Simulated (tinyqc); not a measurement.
Worked calculation: empirical pseudopotential in a few plane waves. One step of it, computed by the program tinyqc.

Problem. Bloch Hamiltonian at k. Basis: the 15 shortest G (labels in 2 pi/a), the same at every k. H(G,G') = c |k + G|^2 delta + VS(|G-G'|^2) cos((G-G').tau) + i VA sin((G-G').tau), tau = a/8 (1,1,1); 1 Ry = 13.605693 eV.

Parameters chosen for this model: fcc lattice, atoms at +/- a/8 (1,1,1); form factors in rydberg at |G|^2 in units of (2 pi/a)^2:
```
parameter,value,unit
a,6.290000,angstrom
VS(3),-0.251000,Ry
VS(8),0.005000,Ry
VS(11),0.061000,Ry
VA(3),0.069000,Ry
VA(4),0.032000,Ry
VA(11),0.027000,Ry
hbar^2/2m (2 pi/a)^2,3.801731,eV
```

k point k (2 pi / a): 0.260000  -0.460000  -0.070000

Give: H(k) at k.

Solution.

H(k) at k (eV):
```
,+0+0+0,-1-1-1,-1-1+1,-1+1-1,-1+1+1,+1-1-1,+1-1+1,+1+1-1,+1+1+1,-2+0+0,+0-2+0,+0+0-2,+0+0+2,+0+2+0,+2+0+0
+0+0+0,1.080,2.415+0.664i,-2.415+0.664i,-2.415+0.664i,-2.415-0.664i,-2.415+0.664i,-2.415-0.664i,-2.415-0.664i,2.415-0.664i,0.000+0.435i,0.000+0.435i,0.000+0.435i,0.000-0.435i,0.000-0.435i,0.000-0.435i
-1-1-1,2.415-0.664i,14.538,0.000-0.435i,0.000-0.435i,-0.068,0.000-0.435i,-0.068,-0.068,0.000,-2.415-0.664i,-2.415-0.664i,-2.415-0.664i,-0.587+0.260i,-0.587+0.260i,-0.587+0.260i
-1-1+1,-2.415-0.664i,0.000+0.435i,13.474,0.068,0.000-0.435i,0.068,0.000-0.435i,0.000,-0.068,-2.415+0.664i,-2.415+0.664i,0.587+0.260i,2.415-0.664i,-0.587-0.260i,-0.587-0.260i
-1+1-1,-2.415-0.664i,0.000+0.435i,0.068,7.543,0.000-0.435i,0.068,0.000,0.000-0.435i,-0.068,-2.415+0.664i,0.587+0.260i,-2.415+0.664i,-0.587-0.260i,2.415-0.664i,-0.587-0.260i
-1+1+1,-2.415+0.664i,-0.068,0.000+0.435i,0.000+0.435i,6.479,0.000,0.068,0.068,0.000-0.435i,2.415+0.664i,-0.587+0.260i,-0.587+0.260i,-2.415-0.664i,-2.415-0.664i,0.587-0.260i
+1-1-1,-2.415-0.664i,0.000+0.435i,0.068,0.068,0.000,18.492,0.000-0.435i,0.000-0.435i,-0.068,0.587+0.260i,-2.415+0.664i,-2.415+0.664i,-0.587-0.260i,-0.587-0.260i,2.415-0.664i
+1-1+1,-2.415+0.664i,-0.068,0.000+0.435i,0.000,0.068,0.000+0.435i,17.428,0.068,0.000-0.435i,-0.587+0.260i,2.415+0.664i,-0.587+0.260i,-2.415-0.664i,0.587-0.260i,-2.415-0.664i
+1+1-1,-2.415+0.664i,-0.068,0.000,0.000+0.435i,0.068,0.000+0.435i,0.068,11.497,0.000-0.435i,-0.587+0.260i,-0.587+0.260i,2.415+0.664i,0.587-0.260i,-2.415-0.664i,-2.415-0.664i
+1+1+1,2.415+0.664i,0.000,-0.068,-0.068,0.000+0.435i,-0.068,0.000+0.435i,0.000+0.435i,10.432,-0.587-0.260i,-0.587-0.260i,-0.587-0.260i,-2.415+0.664i,-2.415+0.664i,-2.415+0.664i
-2+0+0,0.000-0.435i,-2.415+0.664i,-2.415-0.664i,-2.415-0.664i,2.415-0.664i,0.587-0.260i,-0.587-0.260i,-0.587-0.260i,-0.587+0.260i,12.333,0.068,0.068,-0.068,-0.068,0.000
+0-2+0,0.000-0.435i,-2.415+0.664i,-2.415-0.664i,0.587-0.260i,-0.587-0.260i,-2.415-0.664i,2.415-0.664i,-0.587-0.260i,-0.587+0.260i,0.068,23.282,0.068,-0.068,0.000,-0.068
+0+0-2,0.000-0.435i,-2.415+0.664i,0.587-0.260i,-2.415-0.664i,-0.587-0.260i,-2.415-0.664i,-0.587-0.260i,2.415-0.664i,-0.587+0.260i,0.068,0.068,17.351,0.000,-0.068,-0.068
+0+0+2,0.000+0.435i,-0.587-0.260i,2.415+0.664i,-0.587+0.260i,-2.415+0.664i,-0.587+0.260i,-2.415+0.664i,0.587+0.260i,-2.415-0.664i,-0.068,-0.068,0.000,15.223,0.068,0.068
+0+2+0,0.000+0.435i,-0.587-0.260i,-0.587+0.260i,2.415+0.664i,-2.415+0.664i,-0.587+0.260i,0.587+0.260i,-2.415+0.664i,-2.415-0.664i,-0.068,0.000,-0.068,0.068,9.292,0.068
+2+0+0,0.000+0.435i,-0.587-0.260i,-0.587+0.260i,-0.587+0.260i,0.587+0.260i,2.415+0.664i,-2.415+0.664i,-2.415+0.664i,-2.415-0.664i,0.000,-0.068,-0.068,0.068,0.068,20.241
```
